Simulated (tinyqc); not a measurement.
Band folding and unfolding in a supercell of a chain: one step. Folded levels and Fourier components.

A chain with hopping -t and n = 8 sites a supercell. H(K) has v_j on the diagonal, -t between neighbours and -t exp(2 pi i K) on the bond that closes the cell (from the last site to the first of the next cell). The point K holds the n wave vectors k_m = (K + m)/n of the primitive zone, in 2 pi/a, m = 0 to n - 1, with E0 = -2t cos(2 pi k_m). The unfolding weight of a state c on k_m is |sum_j c_j exp(-2 pi i k_m j)|^2/n, j = 0 to n - 1.

Parameters, chosen for this exercise:
```
symbol  value                                                unit        meaning
t       0.86                                                 eV          hopping
v       (0.344, 0.243, 0, -0.243, -0.344, -0.243, 0, 0.243)  eV          site energies in the supercell
Kq      0.28                                                 2 pi/(n a)  wave vector in the small zone
```

Question. List k_m and E0; V_q = (1/n) sum_j v_j exp(-2 pi i q j/n) couples k_m to k_(m+q).

Give: Folded band; V_0, V_1, ....

Answer.

Folded band:
```
m  k_m (2 pi/a)  E0 (eV)
0        0.0350  -1.6786
1        0.1600  -0.9216
2        0.2850   0.3752
3        0.4100   1.4522
4        0.5350   1.6786
5        0.6600   0.9216
6        0.7850  -0.3752
7        0.9100  -1.4522
```

V_0, V_1, ... (eV): 0.0000  0.1719  0.0000  0.0001  0.0000

Computed by tinyqc, a small Python program: `OMP_NUM_THREADS=1 python tinyqc.py 1452329 1452330 out.jsonl` (the numbers bound the seed that draws the inputs); one thread of a shared host (Intel(R) Xeon(R) Processor @ 2.30GHz), about 0.01 s for the whole set of steps.
